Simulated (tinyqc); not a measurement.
Inside a calculation. Model: energy and delay of logic against supply voltage.

Computed by the program tinyqc: `OMP_NUM_THREADS=1 python tinyqc.py 2082118 2082119 out.jsonl`, one thread of a shared Intel Xeon 2.30GHz, about 0.01 s for the whole run. Printed values are rounded.

One expression serves below and above threshold: I(Vg) = Ik [ln(1 + exp((Vg - VT + dd V)/(al nf Vt)))]^al, with I_on = I(V) and I_off = I(0). Gate delay td = kd C V/I_on, clock period LD td. Per gate and cycle the switching energy is act C V^2 and the leakage energy I_off V LD td. No short-circuit current, no variation. Minima are sought above 0.09 V; below a few Vt gates no longer switch and the model has no meaning.

Inputs (values chosen for the exercise); values of the order met in logic technologies: temperature T = 378 K; threshold voltage at zero drain bias VT = 0.44 V; slope factor nf = 1.11; barrier lowering per volt of supply dd = 0.04; specific current of a gate Ik = 1.6 uA; exponent of the current law al = 1.76; load capacitance of a gate C = 3.7 fF; delay factor kd = 0.9; logic depth LD = 16; activity factor act = 0.1; supply voltage V = 0.76 V.

Constants: q = 1.602176634e-19 C, kB = 1.380649e-23 J/K, Vt = kB T/q. Results are converted to the units shown.

## Currents, delay and energies

I_on, I_off, td, clock frequency 1/(LD td), both energies and their sum.

I_on = 32.25541 uA
I_off = 0.01921342 nA
td = 78.46126 ps
clock frequency = 0.7965715 GHz
switching energy = 213.7120 aJ
leakage energy = 0.01833131 aJ
energy = 213.7303 aJ

I_on/I_off = 1.68e6; leakage makes up 0.00858 % of the energy.

## Starting value

V = 0.17 V.

V at the start = 0.17 V

## Iteration 1: new V

Minimum-energy supply: E(V) is the energy per gate and cycle; with h = 0.001 V, E' = (E(V + h) - E(V - h))/(2 h), E'' = (E(V - h) - 2 E(V) + E(V + h))/h^2, V(new) = V - E'/E''.

E' = -96.08487 aJ/V
E'' = 3287.732 aJ/V^2
V after iteration 1 = 0.1992253 V

## Iteration 2: new V

As before.

E' = -3.419725 aJ/V
E'' = 2953.253 aJ/V^2
V after iteration 2 = 0.2003832 V

## Course of the iteration

Stop when the step is below 1e-9 V, or after 40 iterations.

Course of the iteration:
```
iteration  V before the step (V)  step (V)
1                           0.17    0.0292
2                      0.1992253   1.16e-3
3                      0.2003832   4.50e-6
4                      0.2003877  1.02e-10
```

Converged in 4 iterations. There leakage makes up 36.6 % of the energy and the clock runs at 0.242 MHz.
